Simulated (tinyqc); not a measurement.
Stoner model of a band magnet at zero temperature: one step, computed by the program tinyqc. Command: `OMP_NUM_THREADS=1 python tinyqc.py 3026016 3026017 out.jsonl stoner walk`. One thread of a shared host (Intel(R) Xeon(R) Processor @ 2.30GHz), about 0.01 s of CPU time with the checks.

Five orbitals per spin share one band; u = (E - E_bottom)/W runs from 0 to 1, and the states per spin, atom and energy are g = 5 d(u)/W with d = (8/pi) sqrt(u (1 - u)). N(u) is the integral of d from 0. The moment m = n_up - n_down (electrons per atom) moves the fillings to n +/- m/10; the energy is E(m) = E_band(m) - I m^2/4.

Question. The paramagnetic state. Solve N(u_F) = n; g_F = 5 d(u_F)/W; the Stoner product is I g_F.

Inputs (values chosen for the exercise, for a model d band): band width W = 3.8 eV; filling n per spin orbital = 0.7; Stoner parameter I = 0.565 eV.

Density of states: semi-elliptic.

Give: u_F; g_F; Stoner product I g_F.

Answer.

u_F = 0.6598

g_F = 1.587 1/eV

Stoner product I g_F = 0.8969

I g_F < 1: the paramagnet is locally stable.
